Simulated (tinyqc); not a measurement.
Worked calculation: electron-beam lithography: double-Gaussian proximity function, edge placement and dose correction for parallel lines. Computed by tinyqc, a small Python program that keeps every step. Command: `OMP_NUM_THREADS=1 python tinyqc.py 3111090 3111091 out.jsonl proximity walk`. One thread of a shared host (Intel(R) Xeon(R) Processor @ 2.30GHz), about 0.01 s of CPU time with the checks. Intermediate numbers are printed to about 6 digits and carried at full precision; extremes and crossings named in words are read from the listed rows.

Lines are infinitely long. Absorbed energy is counted so that the middle of a very large area written at dose 1 receives 1; the resist develops where it exceeds 1/2.

Inputs (values chosen for the exercise, of the order of those for 30 keV electrons in resist on silicon):

| quantity | value | unit |
|---|---|---|
| forward range alpha | 0.0094 | micrometre |
| backscatter range beta | 4.3 | micrometre |
| backscatter ratio eta | 0.66 | - |
| base dose D0 | 50 | microcoulomb/cm^2 |
| beam current | 38 | nA |
| pixel size | 4 | nm |
| width of the test line | 0.29 | micrometre |
| pattern density around the test line | 0.78 | - |

line widths (micrometre): 0.043  0.73  2.8  0.056

gaps between the lines (micrometre): 3.8  0.068  0.14

Constants: e = 1.602176634e-19 C.

## Layout

The first line starts at x = 0; each next one starts after the width and the gap.

Lines (micrometre):

| line | left edge | right edge | centre |
|---|---|---|---|
| 1 | 0.000 | 0.043 | 2.15000e-02 |
| 2 | 3.843 | 4.573 | 4.20800e+00 |
| 3 | 4.641 | 7.441 | 6.04100e+00 |
| 4 | 7.581 | 7.637 | 7.60900e+00 |

## Interaction matrix

f(r) = [exp(-r^2/alpha^2)/alpha^2 + eta exp(-r^2/beta^2)/beta^2]/(pi (1 + eta)). A line from a to b at dose d gives E(x) = d [S(alpha) + eta S(beta)]/(1 + eta), S(s) = [erf((b - x)/s) - erf((a - x)/s)]/2. M_ij is the mean of E at the two edges of line i from line j at dose 1.

M:
```
          1         2         3         4
1  0.303448  0.014791  0.022666  0.000130
2  0.000875  0.338924  0.118571  0.001566
3  0.000411  0.029627  0.429008  0.002365
4  0.000100  0.020384  0.124629  0.304126
```

## Dose correction

Uncorrected edge energies are M 1. Solve M d = 1/2 for the doses d that put the mean edge energy of every line at the threshold.

edge energies at dose 1: 1 0.341034, 2 0.459936, 3 0.461411, 4 0.449239

corrected doses: 1 1.51337, 2 1.08736, 3 1.08272, 4 1.12698

largest over smallest dose = 1.39775

Line 1 needs the most and line 3 the least; a narrow isolated line much wider than alpha would need 1 + eta = 1.66.

## Printed widths

Edges are the roots of E(x) = 1/2 between a line centre and the middle of the next gap. Three cases: dose 1 everywhere; one common dose equal to the mean of d; the corrected doses.

Width error, printed less drawn (nm):

| line | drawn width (nm) | dose 1 | mean dose | corrected |
|---|---|---|---|---|
| 1 | 43 | -9.55616 | -4.20254 | 7.00e-06 |
| 2 | 730 | -2.22725 | 2.45877 | 2.63e-04 |
| 3 | 2800 | -2.14362 | 2.54033 | 5.60e-05 |
| 4 | 56 | -2.82900 | 1.85782 | 2.90e-05 |

With the common mean dose the errors span 6.7 nm. With corrected doses the largest error is below 0.01 nm.

## Dose to size and latitude

A test line of width w << beta in surroundings of density rho, all at dose d: near its edge E(x) = d [S + eta rho]/(1 + eta), S = [erf((b - x)/alpha) - erf((a - x)/alpha)]/2 for edges a and b, the second term being the background energy. Dose to size d_s = (1 + eta)/(erf(w/alpha) + 2 eta rho), dose = d_s D0; edge slope d [1 - exp(-w^2/alpha^2)]/(sqrt(pi) alpha (1 + eta)); width change per 1 % of dose = 2 x 0.01 x (1/2)/slope.

dose to size d_s = 0.817895

dose = 40.8948 microcoulomb/cm^2

edge slope = 0.0295724 1/nm

width change per 1 % of dose = 0.338153 nm

background energy = 0.253646

The background supplies 51 % of the threshold.

## Shot noise and writing time

With dose = d_s D0: electrons per pixel N = dose x pixel area/e; relative noise 1/sqrt(N); time per cm^2 of pattern area = dose x density/current; pixel rate = current/(dose x pixel area).

electrons per pixel = 40.8392

shot noise = 15.6481 %

writing time per cm^2 = 0.233172 h

pixel rate = 5807.59 MHz

Checks made by the program: corrected edge energies (relative difference below 1e-10).
